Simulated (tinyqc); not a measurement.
Inside a calculation. Model: van der Pauw, Hall and four-point-probe measurements on a doped layer.

tinyqc, about 0.01 s, one thread, Intel Xeon 2.30GHz (shared host): `OMP_NUM_THREADS=1 python tinyqc.py 2850188 2850189 out.jsonl` Printed values are rounded.

A uniform n-type layer with sheet resistance Rs = 1/(q ns mu), point contacts, low field (mu B small).

Inputs (values chosen for the exercise):
- ns = 7.4e14 cm^-2 (sheet density of the layer)
- mu = 180 cm^2/(V s) (drift mobility)
- rH = 1.18 (Hall factor)
- B = 2 T (magnetic field)
- I = 10 uA (current)
- ar = 1.11 (side ratio a/b of a rectangular sample with corner contacts)
- t = 330 nm (thickness of the layer)

Constants: q = 1.602176634e-19 C. Results are converted to the units shown.

## Resistances and Hall voltage

Rs = 1/(q ns mu). For a rectangle with contacts at the corners, RA = (8 Rs/pi) sum_(k>=0) ln coth((2k + 1) pi a/(2 b)) with current along a short side b and voltage along the opposite one, RB the same with a and b exchanged; Hall voltage VH = rH B I/(q ns), negative for electrons.

Rs = 46.8582 ohm/square
RA = 7.30869 ohm
RB = 14.1451 ohm
VH = -0.0199054 mV

RB/RA = 1.94; for a square both equal Rs ln 2/pi = 10.3 ohm.

## Starting value

z = 2 ln 2/(pi (RA + RB)), exact for RA = RB.

z at the start = 20.5685 mS

## Iteration 1: new z

The van der Pauw equation exp(-pi RA z) + exp(-pi RB z) = 1 is solved for z = 1/Rs: e1 = exp(-pi RA z), e2 = exp(-pi RB z), f = e1 + e2 - 1, f' = -pi (RA e1 + RB e2), z(new) = z - f/f'.

e1 = 0.623584
e2 = 0.400908
f = 0.0244923
f' = -0.0321336 kohm
z after iteration 1 = 21.3307 mS

## Iteration 2: new z

As before.

e1 = 0.612766
e2 = 0.387557
f = 3.22333e-4
f' = -0.0312919 kohm
z after iteration 2 = 21.3410 mS

## Course of the iteration

Stop when the step is below 1e-10 mS, or after 40 iterations.

Course of the iteration:

| iteration | z before the step (mS) | step (mS) |
|---|---|---|
| 1 | 20.5685 | 0.762 |
| 2 | 21.3307 | 0.0103 |
| 3 | 21.3410 | 1.85e-6 |
| 4 | 21.3410 | < 1e-13 |

Converged in 4 iterations.

## Sheet density, mobility and bulk values

converged z = 21.3410 mS

Rs = 1/z; Hall sheet density B I/(q |VH|); Hall mobility |VH|/(Rs B I); true values ns = rH times the Hall density, mu = Hall mobility/rH; bulk density ns/t, resistivity Rs t; correction factor F = Rs/[(pi/ln 2)(RA + RB)/2].

Rs = 46.8582 ohm/square
Hall sheet density = 6.27119e14 cm^-2
Hall mobility = 212.4 cm^2/(V s)
ns = 7.4e14 cm^-2
mu = 180 cm^2/(V s)
bulk density = 2.24242e19 cm^-3
resistivity = 0.00154632 ohm cm
F = 0.963802

Taking the mean of RA and RB without F would overstate Rs by 3.8 %.
